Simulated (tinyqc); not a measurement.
# Classical Heisenberg spin chain: exact results, Metropolis, heat-bath and over-relaxation steps, and a Monte Carlo run, step by step

A worked calculation. Computed by tinyqc, a small Python program that keeps every step. Command: `OMP_NUM_THREADS=1 python tinyqc.py 3130041 3130042 out.jsonl heismc walk`. One thread of a shared host (Intel(R) Xeon(R) Processor @ 2.30GHz), about 0.1 s of CPU time with the checks. Intermediate numbers are printed to about 6 digits and carried at full precision; extremes and crossings named in words are read from the listed rows.

E = -J sum_i s_i . s_(i+1) for unit vectors s_i on an open chain; K = J/(k_B T).

Inputs (values chosen for the exercise, for a model chain of large moments):
```
quantity                     value  unit
coupling J                     -18   meV
temperature T                 53.7     K
moment mu                      3.2  mu_B
length N of the open chain      24     -
seed                        223978     -
```

Update: heat bath.

Constants: k_B = 8.617333262e-05 eV/K; mu_B = 5.7883818060e-05 eV/T.

## Exact results

Each bond angle is independent, so u = <s_i . s_(i+1)> = coth K - 1/K, <s_i . s_(i+n)> = u^n, correlation length xi = -1/ln|u|, energy per bond -J u, heat capacity per bond c/k_B = 1 - K^2/sinh^2 K, and for the long chain chi = mu^2 (1 + u)/(3 k_B T (1 - u)) per spin.

K = -3.88978

u = -0.743753

xi = 3.37785 sites

energy per bond = -13.3876 meV

heat capacity = 0.974669 k_B/bond

chi over the Curie value = 0.146951

chi = 0.00627426 mu_B/T per spin

For |K| >> 1, |u| = 1 - 1/|K| and xi = |K| - 1/2 = 3.39: the chain orders only at T = 0, and c tends to k_B, not to zero, a failure of classical spins.

## Finite chain

For N spins, <|sum s|^2>/N = (1 + u)/(1 - u) - 2 u (1 - u^N)/(N (1 - u)^2); the long chain has (1 + u)/(1 - u), chi over the Curie value, and the difference is relative to it.

<|sum s|^2>/N = 0.167318

difference from the long chain = 13.8595 %

## Four single-spin steps

four neighbouring spins (rows; components x, y, z):
```
         1        2        3
1   0.7836   0.0589   0.6185
2   0.3023  -0.7031   0.6436
3  -0.6234  -0.4648   0.6288
4   0.4040   0.7106  -0.5761
```

random numbers, one row a step:
```
        1       2       3
1  0.7627  0.1134  0.9248
2  0.8419  0.7613  0.4589
3  0.1634  0.8846  0.0487
4  0.4972  0.7851  0.2621
```

The given spins are first normalised. Spins 2 and 3 are updated in turn, with h = K (sum of the two neighbours). Heat bath: cos(theta) = 1 + ln(1 - r1 (1 - exp(-2 |h|)))/|h| about n = h/|h|, azimuth 2 pi r2 = phi in the frame a = n x z/|n x z|, b = n x a: s = n cos(theta) + sin(theta)(a cos(phi) + b sin(phi)); r1, r2 are the first two numbers of the row.

Steps:
```
spin      |h|  h . s before  h . s after       move          x           y          z
2     5.13995      -4.42104      3.70163  heat bath   0.558216   0.0157375  -0.829547
3     7.20310       7.08422      5.35858  heat bath  -0.011271   0.0508883   0.998641
2     6.98389       3.53441      6.80548  heat bath  -0.575636   0.0879519  -0.812962
3     6.26794       5.23015      5.58038  heat bath  -0.083047  -0.0876584   0.992683
```

## A run and its error bars

From the ordered state (alternating for J < 0), with each spin drawn from exp(h . s), h = K x sum of neighbours, 200 sweeps are discarded and 1600 recorded (even and odd sites in turn; random numbers not printed, so these rows are one sample). Errors are the scatter of block means over sqrt(number of blocks).

Blocking:
```
block length  mean bond product       error  <|sum s|^2>/N       error
1                     -0.745633  0.00129398       0.161186  0.00326303
4                     -0.745633  0.00158673       0.161186  0.00335404
16                    -0.745633  0.00193361       0.161186  0.00323265
40                    -0.745633  0.00190308       0.161186  0.00340284
80                    -0.745633  0.00226518       0.161186  0.00338729
```

With blocks of 40 the bond product is 1.0 error bars from the exact u = -0.7438, and <|sum s|^2>/N is 1.8 from the exact 0.167. Blocking to 40 changes the two errors by factors 1.5 and 1.0.

Checks made by the program: c against a difference of the energy (relative difference 3e-09).
